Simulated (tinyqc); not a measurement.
# Surface potential of a MOS transistor: implicit equation and explicit approximations: what changes with what

p-type body, charge-sheet picture, depletion and inversion only, full ionisation (an idealisation for deep acceptors), Boltzmann statistics (rough once Na exp(x - xn) passes about Nc/7). In units of Vt: xg = (Vg - Vfb)/Vt, x = psi/Vt, G = gamma/sqrt(Vt), xn = (2 phiF + Vc)/Vt. The implicit equation is (xg - x)^2 = G^2 [x - 1 + exp(x - xn)] for x above about 3. Cox = eps0 eox/tox.

Inputs (values chosen for the exercise); band and dielectric values close to those of 4H silicon carbide:
- T = 350 K (temperature)
- Eg = 3.24 eV (band gap)
- eps_r = 9.86 (relative permittivity)
- Nc = 2.18e19 cm^-3 (conduction-band density of states at T)
- Nv = 3.1e19 cm^-3 (valence-band density of states at T)
- eox = 3.9 (relative permittivity of the gate insulator (close to silicon dioxide))
- tox = 11 nm (insulator thickness)
- Na = 1.3e16 cm^-3 (acceptor density)
- Vfb = -0.77 V (flat-band voltage)
- Vc = 0.2 V (channel-body voltage)
- Vg = 2.26 V (gate-body voltage)

Constants: q = 1.602176634e-19 C, kB = 1.380649e-23 J/K, Vt = kB T/q, eps0 = 8.8541878128e-14 F/cm where lengths are in cm. Results are converted to the units shown.

Each table varies one quantity; the others keep the values above.

## Accuracy of the approximations against gate voltage

ni = sqrt(Nc Nv) exp(-Eg/(2 Vt)), Eg in volts; phiF = Vt ln(Na/ni); gamma = sqrt(2 q eps0 eps_r Na)/Cox; VT = Vfb + Vt (xn + G sqrt(xn - 1)). Depletion value a = 1 + [sqrt(G^2/4 + xg - 1) - G/2]^2; inversion value b = xn + ln[(xg - xn)^2/G^2 - xn + 1] and first guess y = min(a, b) - ln(1 + exp(-|a - b|)) if a > xn + 1, else b = y = a; one second-order correction with D = exp(y - xn), p = 2 (xg - y) + G^2 (1 + D), w = (xg - y)^2 - G^2 (y - 1 + D): z = y + 2 w/(p + sqrt(p^2 - 2 (2 - G^2 D) w)), or the Newton step z = y + w/p where the root is not real. N_inv = (Cox Vt G/q) [sqrt(x - 1 + exp(x - xn)) - sqrt(x - 1)] at the root. Lambert form (Cox m Vt/q) W0[(G/(2 m sqrt(xn - 1))) exp((Vg - VT)/(m Vt))], m = 1 + G/(2 sqrt(xn - 1)). Errors under 1e-4 mV, and the linear form below VT, are printed as 0.

Accuracy of the approximations against gate voltage:

| Vg (V) | psi (V) | x - xn | error of y (mV) | error of z (mV) | N_inv (cm^-2) | Cox (Vg - VT)/q (cm^-2) | Lambert form (cm^-2) |
|---|---|---|---|---|---|---|---|
| 2.14 | 2.6019 | -12.585 | 0 | 0 | 12111 | 0 | 11049 |
| 2.34 | 2.7908 | -6.3228 | 2.96e-3 | 0 | 6.1321e6 | 0 | 5.8977e6 |
| 2.54 | 2.9786 | -0.096222 | 1.45 | 0 | 2.9955e9 | 0 | 3.0007e9 |
| 2.74 | 3.0993 | 3.9070 | 26.0 | 7.10 | 1.4520e11 | 3.8886e11 | 1.5055e11 |
| 2.94 | 3.1396 | 5.2427 | 20.9 | -4.48 | 4.5381e11 | 7.8073e11 | 4.7122e11 |
| 3.14 | 3.1621 | 5.9882 | 16.0 | -1.28 | 7.9923e11 | 1.1726e12 | 8.2792e11 |
| 3.34 | 3.1780 | 6.5161 | 13.2 | -0.626 | 1.1582e12 | 1.5645e12 | 1.1968e12 |
| 3.54 | 3.1905 | 6.9288 | 11.3 | -0.371 | 1.5244e12 | 1.9563e12 | 1.5717e12 |
| 3.74 | 3.2007 | 7.2689 | 10.0 | -0.244 | 1.8951e12 | 2.3482e12 | 1.9501e12 |

Read the table: what changes, and by how much?

psi rises from 2.60 to 3.20 V and ends 7.3 Vt above 2 phiF + Vc. Among the rows the first guess is off by at most 26 mV (at Vg = 2.74 V) and the corrected value by at most 7.1 mV. In the last row the linear form is 24 % above N_inv and the Lambert form 2.9 % above it; in the first row the Lambert form is 8.8 % below it. For Vg = 3.14, 3.34, 3.54, 3.74 the electron quasi-Fermi level lies less than 2 Vt below the band edge at the surface, or above it, where degeneracy and confinement, left out, matter.

## Effect of the insulator thickness at fixed gate voltage

Same model as above.

The same in every row: Cox (Vg - VT)/q (cm^-2) = 0.

Result of one run:

| tox (nm) | psi (V) | x - xn | error of y (mV) | error of z (mV) | N_inv (cm^-2) | Lambert form (cm^-2) |
|---|---|---|---|---|---|---|
| 18 | 2.533 | -14.88 | 0 | 0 | 1237 | 1082 |

What becomes of these results when the insulator thickness tox is changed from 18 to 24 nm, all else the same?

Result of the changed run:

| tox (nm) | psi (V) | x - xn | error of y (mV) | error of z (mV) | N_inv (cm^-2) | Lambert form (cm^-2) |
|---|---|---|---|---|---|---|
| 24 | 2.387 | -19.72 | 0 | 0 | 10.04 | 7.949 |

The whole series:

| tox (nm) | psi (V) | x - xn | error of y (mV) | error of z (mV) | N_inv (cm^-2) | Lambert form (cm^-2) |
|---|---|---|---|---|---|---|
| 3.7 | 2.920 | -2.037 | 0.0733 | 0 | 4.354e8 | 4.309e8 |
| 5 | 2.882 | -3.283 | 0.0285 | 0 | 1.261e8 | 1.239e8 |
| 6.9 | 2.828 | -5.076 | 6.55e-3 | 0 | 2.119e7 | 2.059e7 |
| 9.4 | 2.759 | -7.383 | 8.87e-4 | 0 | 2.136e6 | 2.040e6 |
| 13 | 2.662 | -10.60 | 0 | 0 | 8.689e4 | 8.052e4 |
| 18 | 2.533 | -14.88 | 0 | 0 | 1237 | 1082 |
| 24 | 2.387 | -19.72 | 0 | 0 | 10.04 | 7.949 |

As tox goes from 3.7 to 24, psi falls from 2.92 to 2.39 V, x - xn falls from -2.04 to -19.7 and N_inv falls from 4.35e8 to 10.0 cm^-2. The Lambert form lies between 0.792 and 0.990 times N_inv.

Program tinyqc, `OMP_NUM_THREADS=1 python tinyqc.py 2122120 2122121 out.jsonl`; Intel Xeon 2.30GHz, shared host, one thread, about 0.01 s.
